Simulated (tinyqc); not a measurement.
X-ray photoelectron analysis of a thin oxide on a semiconductor: attenuation lengths, thickness, angle series and band offsets: one step, computed by the program tinyqc.

The same element is seen in the oxide and in the substrate, at nearly the same kinetic energy; films are flat and uniform, and the work function is ignored.

Question. Inelastic mean free paths. TPP-2M: lambda = E/(E_p^2 [b ln(c E) - C/E + D/E^2]) in angstrom, E_p = 28.8 sqrt(N_v rho/M), b = -0.10 + 0.944/sqrt(E_p^2 + E_g^2) + 0.069 rho^0.1, c = 0.191/sqrt(rho), U = N_v rho/M, C = 1.97 - 0.91 U, D = 53.4 - 20.8 U, with E = photon energy less binding energy in eV. Attenuation length L = factor x lambda.

Inputs (values chosen for the exercise, modelled on SiO2 on silicon):
```
quantity                                          value    unit
photon energy                                       650      eV
binding energy of the core level                   99.4      eV
oxide density                                      2.21  g/cm^3
oxide formula mass                                60.08   g/mol
valence electrons per oxide formula                  16       -
oxide gap                                          8.83      eV
substrate density                                  2.33  g/cm^3
substrate formula mass                            28.09   g/mol
valence electrons per substrate formula               4       -
substrate gap                                      1.12      eV
attenuation length over inelastic mean free path    0.9       -
```

Give: kinetic energy E; the table «Terms» with the columns E_p (eV), b, c, lambda (nm), for layer = oxide, substrate; L in the oxide; L in the substrate.

Answer.

kinetic energy E = 550.6 eV

Terms:
```
layer      E_p (eV)         b        c  lambda (nm)
oxide        22.094  0.014369  0.12848       1.9205
substrate    16.589  0.031866  0.12513       1.5157
```

L in the oxide = 1.7285 nm

L in the substrate = 1.3641 nm
